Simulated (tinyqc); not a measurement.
Inside a calculation. Method: plane-wave Kohn-Sham cycle with exchange-only LDA in a layered model solid. Computed by tinyqc, a small Python program that keeps every step. Settings: points = 16, plane-wave index or count = 2, electrons = 4, k points = 2, area = 10.0, mixing = 1.0, iteration cap = 75. Command: `OMP_NUM_THREADS=1 python tinyqc.py 31788 31789 out.jsonl` (the two numbers bound the seeds that draw the settings). One thread of a shared host (Intel(R) Xeon(R) Processor @ 2.60GHz), about 0.02 s of CPU time with the checks. Later iterations appear only in the table of the cycle.

## Iteration 1: potential

A solid whose potential varies along x alone (atomic units):
```
parameter                      value
period a                   10.600000
cross-section of the cell  10.000000
electrons per cell                 4
grid points                       16
plane waves -n..n, n               2
k points                           2
V1 in V1 cos(2 pi x/a)     -0.390000
V2 in V2 cos(4 pi x/a)     -0.270000
```

density at the start, on the grid x_j = j a/N (e/bohr^3): [0.03773585, 0.03773585, 0.03773585, 0.03773585, 0.03773585, 0.03773585, 0.03773585, 0.03773585, 0.03773585, 0.03773585, 0.03773585, 0.03773585, 0.03773585, 0.03773585, 0.03773585, 0.03773585]

V_H(G) = 4 pi rho(G)/G^2 for G != 0 (uniform background); v_x = -(3 rho/pi)^(1/3); V = V_ext + V_H + v_x; Fourier components f(G_m) = (1/N) sum_j f(x_j) exp(-i G_m x_j).

Potentials on the grid (hartree):
```
x             V_ext       V_H        v_x          V
0.000000  -0.660000  0.000000  -0.330300  -0.990300
0.662500  -0.551232  0.000000  -0.330300  -0.881532
1.325000  -0.275772  0.000000  -0.330300  -0.606072
1.987500   0.041672  0.000000  -0.330300  -0.288628
2.650000   0.270000  0.000000  -0.330300  -0.060300
3.312500   0.340165  0.000000  -0.330300   0.009865
3.975000   0.275772  0.000000  -0.330300  -0.054528
4.637500   0.169394  0.000000  -0.330300  -0.160906
5.300000   0.120000  0.000000  -0.330300  -0.210300
5.962500   0.169394  0.000000  -0.330300  -0.160906
6.625000   0.275772  0.000000  -0.330300  -0.054528
7.287500   0.340165  0.000000  -0.330300   0.009865
7.950000   0.270000  0.000000  -0.330300  -0.060300
8.612500   0.041672  0.000000  -0.330300  -0.288628
9.275000  -0.275772  0.000000  -0.330300  -0.606072
9.937500  -0.551232  0.000000  -0.330300  -0.881532
```

V(G_m), m = 0, 1, 2, ... (hartree): [-0.330300, -0.195000, -0.135000, 0.000000, 0.000000]

## Iteration 1: Hamiltonian at one k

k = 0.250000 2 pi / a

H(m,m') = (k + G_m)^2/2 delta + V(G_m - G_m'), with V(-G) = V(G).

H (hartree), order -2, -1, +0, +1, +2:
```
[[0.207715, -0.195000, -0.135000, 0.000000, 0.000000],
 [-0.195000, -0.231481, -0.195000, -0.135000, 0.000000],
 [-0.135000, -0.195000, -0.319320, -0.195000, -0.135000],
 [0.000000, -0.135000, -0.195000, -0.055803, -0.195000],
 [0.000000, 0.000000, -0.135000, -0.195000, 0.559071]]
```

## Iteration 1: levels at that k

Diagonalise the Hermitian matrix.

eigenvalues (hartree): [-0.656932, -0.120943, 0.011872, 0.300795, 0.625391]

## Iteration 1: new density

Motion across x is left out: the lowest 2 band(s) hold two electrons at each of the k points (j + 1/2)/nk - 1/2. Residual R = rho(out) - rho(in); rho(new) = rho(in) + 1 R. rho(out) = 2/(a A nk) sum |psi|^2 with psi = sum c exp(i G x). Harris energy E = band energy - dV sum rho (V_H/2 + v_x) + (3/4) dV sum rho v_x with rho(in), dV = a A/N, band energy = (2/nk) sum of the filled levels.

rho(out) (e/bohr^3): [0.07531141, 0.07305225, 0.06448908, 0.04864615, 0.03055902, 0.01761978, 0.01231735, 0.01162522, 0.01184448, 0.01162522, 0.01231735, 0.01761978, 0.03055902, 0.04864615, 0.06448908, 0.07305225]

density after iteration 1 (e/bohr^3): [0.07531141, 0.07305225, 0.06448908, 0.04864615, 0.03055902, 0.01761978, 0.01231735, 0.01162522, 0.01184448, 0.01162522, 0.01231735, 0.01761978, 0.03055902, 0.04864615, 0.06448908, 0.07305225]

energy per cell = -1.22545041 hartree

## Iteration 2: potential

As before.

Potentials on the grid (hartree):
```
x             V_ext        V_H        v_x          V
0.000000  -0.660000   1.273651  -0.415857   0.197794
0.662500  -0.551232   1.171007  -0.411657   0.208119
1.325000  -0.275772   0.876490  -0.394899   0.205820
1.987500   0.041672   0.437936  -0.359479   0.120129
2.650000   0.270000  -0.059695  -0.307872  -0.097567
3.312500   0.340165  -0.520248  -0.256246  -0.436329
3.975000   0.275772  -0.873507  -0.227420  -0.825156
4.637500   0.169394  -1.088695  -0.223078  -1.142380
5.300000   0.120000  -1.160228  -0.224472  -1.264700
5.962500   0.169394  -1.088695  -0.223078  -1.142380
6.625000   0.275772  -0.873507  -0.227420  -0.825156
7.287500   0.340165  -0.520248  -0.256246  -0.436329
7.950000   0.270000  -0.059695  -0.307872  -0.097567
8.612500   0.041672   0.437936  -0.359479   0.120129
9.275000  -0.275772   0.876490  -0.394899   0.205820
9.937500  -0.551232   1.171007  -0.411657   0.208119
```

V(G_m), m = 0, 1, 2, ... (hartree): [-0.312602, 0.365113, -0.109115, 0.000619, -0.001461]

## Iteration 2: Hamiltonian at one k

k = 0.250000 2 pi / a

As before.

H (hartree), order -2, -1, +0, +1, +2:
```
[[0.225413, 0.365113, -0.109115, 0.000619, -0.001461],
 [0.365113, -0.213783, 0.365113, -0.109115, 0.000619],
 [-0.109115, 0.365113, -0.301622, 0.365113, -0.109115],
 [0.000619, -0.109115, 0.365113, -0.038105, 0.365113],
 [-0.001461, 0.000619, -0.109115, 0.365113, 0.576769]]
```

## Iteration 2: levels at that k

As before.

eigenvalues (hartree): [-0.898523, -0.235630, 0.188092, 0.443150, 0.751584]

## Iteration 2: new density

As before.

rho(out) (e/bohr^3): [0.00028223, 0.00035140, 0.00109851, 0.00826769, 0.03010420, 0.06093255, 0.08076730, 0.08139176, 0.07766454, 0.08139176, 0.08076730, 0.06093255, 0.03010420, 0.00826769, 0.00109851, 0.00035140]

density after iteration 2 (e/bohr^3): [0.00028223, 0.00035140, 0.00109851, 0.00826769, 0.03010420, 0.06093255, 0.08076730, 0.08139176, 0.07766454, 0.08139176, 0.08076730, 0.06093255, 0.03010420, 0.00826769, 0.00109851, 0.00035140]

energy per cell = -3.03275858 hartree

## Convergence

Stop when sqrt(dV sum R^2) is below 1e-8, dV = a A/N.

Course of the cycle:
```
iteration  E (hartree)  norm of the residual
1          -1.22545041              2.55e-01
2          -3.03275858              6.02e-01
3          -6.89653333              7.28e-01
4          -5.34139766              7.43e-01
5          -7.20638165              7.43e-01
6          -5.34635494              7.43e-01
7          -7.20655807              7.43e-01
8          -5.34635856              7.43e-01
9          -7.20655823              7.43e-01
10         -5.34635857              7.43e-01
11         -7.20655823              7.43e-01
...                ...                   ...
65         -7.20655823              7.43e-01
66         -5.34635857              7.43e-01
67         -7.20655823              7.43e-01
68         -5.34635857              7.43e-01
69         -7.20655823              7.43e-01
70         -5.34635857              7.43e-01
71         -7.20655823              7.43e-01
72         -5.34635857              7.43e-01
73         -7.20655823              7.43e-01
74         -5.34635857              7.43e-01
75         -7.20655823              7.43e-01
```

Not converged within 75 iterations: the residual has stopped falling: the iteration swings between two states. Reruns (cap 100 unless said): mixing 0.1: not converged; mixing 0.5, Kerker q0 1.0: converged in 44 (E = -0.99938); mixing 0.3, Pulay depth 5: converged in 13 (E = -0.99938); the original settings with a cap of 400: not converged.
